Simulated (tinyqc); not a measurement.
Inside a calculation. Model: resistance of a source-drain extension with a graded tip.

Computed by the program tinyqc: `OMP_NUM_THREADS=1 python tinyqc.py 2282192 2282193 out.jsonl`, one thread of a shared Intel Xeon 2.30GHz, about 0.03 s for the whole run. Printed values are rounded.

y runs along the channel, the gate covers y > 0. The doping is N0 for y < y0 and N0 10^(-(y - y0)/la) beyond, uniform over the depth xj. Sheet conductance s(y) = q mu(N) max(N - Nch, 0) xj + (for y > 0) ma Cox Vo, with mu(N) = u0 + (u1 - u0)/(1 + (N/Nr)^au) and Cox = eps0 eox/tox. Current is taken as one-dimensional; depletion of the tip, spreading and the contact are left out. The metallurgical junction lies at yj, where N = Nch.

Parameters, values chosen for the exercise; mobility law close to that of electrons in silicon:
- eox = 25.5 (relative permittivity of the gate insulator (close to zirconium oxide))
- tox = 5.7 nm (insulator thickness)
- N0 = 2.4e20 cm^-3 (active doping of the extension far from the gate)
- la = 3.5 nm/decade (lateral abruptness)
- y0 = -0.5 nm (position under the gate where the fall begins (gate edge at 0))
- xj = 14 nm (depth of the extension)
- Nch = 3.5e18 cm^-3 (channel doping)
- Vo = 0.66 V (gate overdrive)
- ma = 85 cm^2/(V s) (mobility of the gate-induced layer)
- u1 = 1414 cm^2/(V s) (mobility at low doping)
- u0 = 68.5 cm^2/(V s) (mobility at high doping)
- Nr = 9.2e16 cm^-3 (reference doping)
- au = 0.711 (exponent)
- Lg = 60 nm (gate length)

Constants: q = 1.602176634e-19 C, eps0 = 8.8541878128e-14 F/cm where lengths are in cm. Results are converted to the units shown.

## Sheet resistances and junction position

yj = y0 + la log10(N0/Nch); sheet resistance of the full extension 1/[q mu(N0)(N0 - Nch) xj] and of the gate-induced layer 1/(ma Cox Vo); metallurgical length Lg - 2 yj; ye is where the doped and the gate-induced conductances are equal.

yj = 5.92650 nm
sheet resistance of the extension = 256.505 ohm/square
sheet resistance of the induced layer = 4500.11 ohm/square
metallurgical length = 48.1470 nm
ye = 3.96895 nm
N at ye = 1.26873e19 cm^-3

The gate takes over 1.96 nm before the junction, where N is still 3.62 times the channel doping.

## Resistance of the overlapped part

Midpoint rule on 8 equal steps from 0 to yj: R_ov = sum h/s(y), per width.

| point | y (nm) | N (cm^-3) | doped conductance (uS) | sheet resistance (ohm/square) |
|---|---|---|---|---|
| 0 | 0.370406 | 1.35370e20 | 2247.58 | 404.892 |
| 1 | 1.11122 | 8.31501e19 | 1412.49 | 611.730 |
| 2 | 1.85203 | 5.10743e19 | 889.822 | 899.250 |
| 3 | 2.59284 | 3.13719e19 | 559.253 | 1279.64 |
| 4 | 3.33366 | 1.92700e19 | 346.450 | 1758.50 |
| 5 | 4.07447 | 1.18364e19 | 205.244 | 2339.40 |
| 6 | 4.81528 | 7.27041e18 | 106.661 | 3040.64 |
| 7 | 5.55609 | 4.46579e18 | 32.1828 | 3930.82 |

R_ov = 10.568 ohm um

The exact integral is 10.602 ohm um; the coarse sum is 0.32 % below it.
